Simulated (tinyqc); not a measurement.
Vibrations of a mass or spring defect in a linear chain: one step, computed by the program tinyqc. Command: `OMP_NUM_THREADS=1 python tinyqc.py 3028801 3028802 out.jsonl localmode walk`. One thread of a shared host (Intel(R) Xeon(R) Processor @ 2.30GHz), about 0.01 s of CPU time with the checks.

A ring of N atoms with nearest-neighbour springs k and motion along the chain. Atom 1 is the defect, of mass M', and its two springs are k'. Odd sites are A (the defect replaces an A atom), even sites B.

Problem. Dynamical matrix of the ring. D_ii = (sum of the two springs at i)/M_i, D_ij = -k_ij/sqrt(M_i M_j) for neighbours, closed into a ring.

Inputs (values chosen for the exercise, for a model chain):
```
quantity                         value           unit
spring constant k                 5.78  eV/angstrom^2
mass M_A                          63.7              u
mass M_B                           175              u
defect mass M'                    28.5              u
spring ratio k'/k at the defect    1.4              -
atoms in the ring N                 10              -
```

Host: diatomic.

Give: D.

Solution.

D (eV/(angstrom^2 u)):
```
          1        2        3        4        5        6        7        8
1    0.5679  -0.1146   0.0000   0.0000   0.0000   0.0000   0.0000   0.0000
2   -0.1146   0.0793  -0.0547   0.0000   0.0000   0.0000   0.0000   0.0000
3    0.0000  -0.0547   0.1815  -0.0547   0.0000   0.0000   0.0000   0.0000
4    0.0000   0.0000  -0.0547   0.0661  -0.0547   0.0000   0.0000   0.0000
5    0.0000   0.0000   0.0000  -0.0547   0.1815  -0.0547   0.0000   0.0000
6    0.0000   0.0000   0.0000   0.0000  -0.0547   0.0661  -0.0547   0.0000
7    0.0000   0.0000   0.0000   0.0000   0.0000  -0.0547   0.1815  -0.0547
8    0.0000   0.0000   0.0000   0.0000   0.0000   0.0000  -0.0547   0.0661
9    0.0000   0.0000   0.0000   0.0000   0.0000   0.0000   0.0000  -0.0547
10  -0.1146   0.0000   0.0000   0.0000   0.0000   0.0000   0.0000   0.0000

          9       10
1    0.0000  -0.1146
2    0.0000   0.0000
3    0.0000   0.0000
4    0.0000   0.0000
5    0.0000   0.0000
6    0.0000   0.0000
7    0.0000   0.0000
8   -0.0547   0.0000
9    0.1815  -0.0547
10  -0.0547   0.0793
```
